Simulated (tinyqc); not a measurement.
Velocity overshoot from momentum and energy balance equations after a field step: one step, computed by the program tinyqc.

At t = 0 the field jumps from 0 to F in a uniform sample. v is the drift velocity and u = w - (3/2) k_B T the excess energy per carrier.

Problem. First four steps. dv/dt = e F/m - v/tau_m(u), du/dt = e F v - u/tau_E, tau_m(u) = tau_0/(1 + c u), tau_0 = m mu_0/e, c = mu_0/(e tau_E v_s^2); this choice gives the steady state v (1 + mu_0 F v/v_s^2) = mu_0 F, which saturates at v_s. Step: v_new = v + dt (e F/m - v/tau_m(u)), u_new = u + dt (e F v - u/tau_E). Start v = u = 0; the distance adds dt (v + v_new)/2.

Inputs (values chosen for the exercise, modelled on electrons in germanium except for tau_E):
```
quantity,value,unit
energy relaxation time tau_E,0.31,ps
field after the step F,1.4,kV/cm
lattice temperature T,300,K
time step dt,15,fs
```

Scheme: explicit Euler.

c = 303.4217 1/eV

tau_0 = 218.8968 fs

acceleration e F/m = 0.002238498 1e7 cm/s per fs

Give: Steps.

Solution.

Steps:
```
step,t (fs),v (1e7 cm/s),u (eV),tau_m (fs)
1,15,0.0336,0,218.9
2,30,0.0649,7.051e-06,218.4
3,45,0.0940,2.033e-05,217.6
4,60,0.1211,3.908e-05,216.3
```

After the first step u is still 0, below the drift energy m v^2/2, because the explicit scheme uses the old v: an error of the finite time step.
